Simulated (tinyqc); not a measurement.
From results back to parameters: static screening by free carriers. Five cases, with inputs chosen for the exercise.

Problem. At zero temperature the gas shows Friedel oscillations of period pi/kF and a Thomas-Fermi length 1/qTF; n and m are hidden.

kF = (3 pi^2 n/Mv)^(1/3), EF = c kF^2/m with c = hbar^2/2m0, n in 1/angstrom^3 (1e-24 per 1/cm^3), e2 = e^2/(4 pi eps0). Thomas-Fermi: qTF^2 = 6 pi e2 n/(eps EF). Debye: qD^2 = 4 pi e2 n/(eps kB T).

Constants: hbar^2/2m0 = 3.80998211 eV angstrom^2; e^2/(4 pi eps0) = 14.39964547 eV angstrom.

Case 1.

Values chosen (out of a larger set: near those of Si; not measured data): Mv = 6 (valleys); eps = 11 (background dielectric constant).

period = 154.612 angstrom
1/qTF = 10.6859 angstrom

Case 2.

Values chosen (out of a larger set: near those of InP; not measured data): Mv = 1 (valleys); eps = 12.6 (background dielectric constant).

period = 330.529 angstrom
1/qTF = 82.0700 angstrom

Case 3.

Values chosen (out of a larger set: near those of Si; not measured data): Mv = 6 (valleys); eps = 12 (background dielectric constant).

period = 127.944 angstrom
1/qTF = 10.2934 angstrom

Case 4.

Values chosen (out of a larger set: near those of InP; not measured data): Mv = 1 (valleys); eps = 12.6 (background dielectric constant).

period = 86.8233 angstrom
1/qTF = 42.8559 angstrom

Case 5.

Values chosen (out of a larger set: a free-electron density near that of Cu; not measured data): Mv = 1 (valleys); eps = 1 (background dielectric constant).

period = 2.32428 angstrom
1/qTF = 0.554516 angstrom

Find: kF; n; m.

Solution. kF = pi/period and n = Mv kF^3/(3 pi^2); qTF^2 = 2 e2 Mv m kF/(pi eps c) then gives m.

Case 1.

kF = 0.02032 1/angstrom
n = 1.70e+18 1/cm^3
m = 0.328 m0

Case 2.

kF = 0.009505 1/angstrom
n = 2.90e+16 1/cm^3
m = 0.082 m0

Case 3.

kF = 0.02455 1/angstrom
n = 3.00e+18 1/cm^3
m = 0.320 m0

Case 4.

kF = 0.03618 1/angstrom
n = 1.60e+18 1/cm^3
m = 0.079 m0

Case 5.

kF = 1.352 1/angstrom
n = 8.34e+22 1/cm^3
m = 1.000 m0

Computed by tinyqc, one run a case: `OMP_NUM_THREADS=1 python tinyqc.py N N+1 out.jsonl` with N = 1650970, 1650974, 1650985, 1651005, 1651024; one thread of a shared Intel(R) Xeon(R) Processor @ 2.30GHz, about 0.01 s a run at most.
